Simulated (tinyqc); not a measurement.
Equilibrium and kinetic segregation of a solute to boundaries and growing surfaces: one step, computed by the program tinyqc. Command: `OMP_NUM_THREADS=1 python tinyqc.py 3002322 3002323 out.jsonl segreg walk`. One thread of a shared host (Intel(R) Xeon(R) Processor @ 2.30GHz), about 0.01 s of CPU time with the checks.

Problem. Boundary energy. Gibbs adsorption for this isotherm in a dilute matrix: gamma = gamma_0 + Gam_0 [k_B T ln(1 - theta)], Gam_0 = delta/Omega sites per area.

Inputs (values chosen for the exercise, modelled on phosphorus in polycrystalline silicon):
```
quantity                       value        unit
temperature T                   1225           K
boundary thickness delta        0.58          nm
atomic volume Omega            20.02  angstrom^3
clean boundary energy gamma_0   0.91       J/m^2
```

Isotherm: Langmuir-McLean.

coverage theta = 0.01515707

Constants: 1 eV/angstrom^2 = 16.02176634 J/m^2; k_B = 8.617333262e-05 eV/K.

Give: Gam_0; boundary energy gamma.

Solution.

Gam_0 = 28.971 1/nm^2

boundary energy gamma = 0.90252 J/m^2

Segregation lowers gamma by 0.82 %, and the driving force of grain growth with it.
